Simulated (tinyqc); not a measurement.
# Six-transistor SRAM cell, nodal equations and margins: two studies

Two cross-coupled inverters (pull-down bn, pull-up bp) hold the nodes Q and QB; access transistors (ba, threshold VTn, gate on the word line at Vdd when selected) join them to the bit lines. Transistor (EKV form, voltages against the body): I = 2 n b Vt^2 [F(vp - Vs) - F(vp - Vd)] from drain to source, F(v) = ln^2(1 + exp(v/(2 Vt))), vp = (Vg - VT + sg |Vd - Vs|)/n. n-channel bodies are at 0; for the p-channel device all voltages are counted down from Vdd. b in uA/V^2 gives I in uA. For an access transistor the bit line is the drain and the node the source. In a read both bit lines are at Vdd. The cell is symmetric (no mismatch).

Values chosen for this exercise:

| symbol | value | unit | meaning |
|---|---|---|---|
| T | 400 | K | temperature |
| Vdd | 0.8 | V | supply voltage |
| n | 1.17 |  | slope factor |
| sg | 0.062 |  | drain-induced barrier lowering |
| VTn | 0.26 | V | n-channel threshold |
| VTp | 0.37 | V | p-channel threshold (magnitude) |
| bn | 600 | uA/V^2 | gain factor of the pull-down transistor |
| ba | 300 | uA/V^2 | gain factor of the access transistor |
| bp | 280 | uA/V^2 | gain factor of the pull-up transistor |

Constants: q = 1.602176634e-19 C, kB = 1.380649e-23 J/K, Vt = kB T/q. Results are converted to the units shown.

Each table varies one quantity; the others keep the values above.

## Effect of the gain factor of the access transistor

f(x) is the node voltage of one half-cell for input x: In = Ip in hold, In = Ip + Ia in a read. Static noise margin: side of the largest square between the curve (x, f(x)) and its mirror image (f(y), y); with h(c) the root x of f(x) - x = c, it is the maximum over c > 0 of h(c) - h(-c) + c. Q is the low node in a read and Iread the current of its access transistor. The write trip is the voltage to which the bit line of the high node must fall (the other staying at Vdd) for that state to vanish; higher is easier, and a negative value means that a grounded bit line does not write.

The same in every row: hold margin (mV) = 276.0.

Effect of the gain factor of the access transistor:

| ba (uA/V^2) | read margin (mV) | Q in a read (mV) | Iread (uA) | write trip (mV) |
|---|---|---|---|---|
| 150 | 176.1 | 56.70 | 17.32 | 95.61 |
| 210 | 155.8 | 74.29 | 22.28 | 176.0 |
| 290 | 134.9 | 94.65 | 27.75 | 241.0 |
| 400 | 112.9 | 118.2 | 33.74 | 296.5 |
| 560 | 89.06 | 146.1 | 40.25 | 347.0 |
| 780 | 65.25 | 176.1 | 46.49 | 392.3 |

What does the comparison show?

As ba goes from 150 to 780 uA/V^2, the read margin falls from 176 to 65.2 mV, the write trip rises from 95.6 to 392 mV and Iread rises from 17.3 to 46.5 uA. The read margin is 0.64 of the hold margin in the first row and 0.24 in the last. Read stability and write ability pull in opposite directions. For ba = 560 to 780 uA/V^2 the read margin is under 100 mV, which threshold mismatch, left out here, can use up in a large array.

## Effect of the drain-induced barrier lowering

Same model as above.

Effect of the drain-induced barrier lowering:

| sg | hold margin (mV) | read margin (mV) | Q in a read (mV) | Iread (uA) | write trip (mV) |
|---|---|---|---|---|---|
| 0.02 | 293.2 | 152.9 | 88.82 | 26.03 | 232.9 |
| 0.05 | 281.0 | 138.4 | 94.65 | 27.70 | 243.2 |
| 0.08 | 268.6 | 124.1 | 100.5 | 29.36 | 253.2 |
| 0.11 | 256.2 | 110.2 | 106.4 | 31.03 | 263.1 |
| 0.14 | 243.8 | 96.65 | 112.5 | 32.67 | 273.1 |
| 0.17 | 231.3 | 83.55 | 118.7 | 34.28 | 283.7 |

What does the comparison show?

As sg goes from 0.02 to 0.17, the read margin falls from 153 to 83.5 mV, the write trip rises from 233 to 284 mV and Iread rises from 26.0 to 34.3 uA. The read margin is 0.52 of the hold margin in the first row and 0.36 in the last. Read stability and write ability pull in opposite directions. For sg = 0.14 to 0.17 the read margin is under 100 mV, which threshold mismatch, left out here, can use up in a large array.

Program tinyqc, `OMP_NUM_THREADS=1 python tinyqc.py 2340056 2340057 out.jsonl`; Intel Xeon 2.30GHz, shared host, one thread, about 0.1 s.
